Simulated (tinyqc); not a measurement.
p-type polysilicon, carrier trapping at grain boundaries: two steps of the calculation.

One-dimensional grains of size Lg, uniform ionised doping N, monovalent traps Qt at each boundary at a depth Et below (for electrons) or above (for holes) the band edge there, abrupt depletion of width W on each side of a boundary, Boltzmann statistics. xi is the distance from the band edge at the grain centre to the Fermi level. Trapped charge Qt/(1 + exp((xi + VB - Et)/Vt)) = 2 N W, barrier VB = q N W^2/(2 eps0 eps_r).

Parameters, values chosen for the exercise; values of the order met in polycrystalline silicon:
```
symbol,value,unit,meaning
T,350,K,temperature
eps_r,11.7,,relative permittivity
NB,3.34e19,cm^-3,valence-band density of states at T
Lg,62,nm,grain size
Qt,5.1e11,cm^-2,trap density of a grain boundary
Et,0.34,eV,depth of the trap level from the majority band edge at the boundary
ms,0.26,m0,mass for thermionic emission
fe,0.5,,correction factor of the emission rate
mug,94,cm^2/(V s),mobility inside the grains
N,3.1e17,cm^-3,doping
```

Constants: q = 1.602176634e-19 C, kB = 1.380649e-23 J/K, m0 = 9.1093837015e-31 kg, Vt = kB T/q, eps0 = 8.8541878128e-14 F/cm where lengths are in cm. Results are converted to the units shown.

Problem 1. Depletion width, Fermi level and barrier. If the trap equation with xi = Vt ln(NB/N) has a root W < Lg/2, the grain is partly depleted; otherwise W = Lg/2 and the trap equation gives xi = Et - VB + Vt ln(Qt/(N Lg) - 1). N* = Qt/Lg.

Find: N*; W; xi; VB; share of traps filled.

Solution 1.

N* = 8.2258e16 cm^-3
W = 8.2066 nm
xi = 0.14114 V
VB = 0.016145 V
share of traps filled = 0.99767

N is 3.77 N*, and the grain is partly depleted; VB = 0.535 Vt.

Problem 2. Resistivity and effective mobility. n0 = NB exp(-xi/Vt); mean density n0 (1 - 2 W/Lg) by charge balance in a partly depleted grain, and n0 (sqrt(pi)/2) erf(u)/u with u = sqrt(VB/Vt) in a fully depleted one; v = sqrt(kB T/(2 pi ms m0)); barrier resistivity Vt exp(VB/Vt)/(q fe n0 v Lg); grain resistivity (1 - 2 W/Lg)/(q n0 mug); effective mobility 1/(q mean density total resistivity).

W = 8.2066092 nm
xi = 0.14114404 V
VB = 0.016144887 V

Wanted: n0; mean density; v; barrier resistivity; grain resistivity; resistivity; effective mobility.

Solution 2.

n0 = 3.100e17 cm^-3
mean density = 2.279e17 cm^-3
v = 5.698e6 cm/s
barrier resistivity = 0.05871 ohm cm
grain resistivity = 0.1575 ohm cm
resistivity = 0.2162 ohm cm
effective mobility = 126.7 cm^2/(V s)

The resistivity is 1.01 times that of a single crystal with the same N and mobility mug, and the mean density is 73.5 % of N. The effective mobility exceeds mug only because drift through the depleted grain is left out.

Numbers from tinyqc (`OMP_NUM_THREADS=1 python tinyqc.py 2830073 2830074 out.jsonl`; about 0.01 s on one thread of a shared Intel Xeon 2.30GHz).
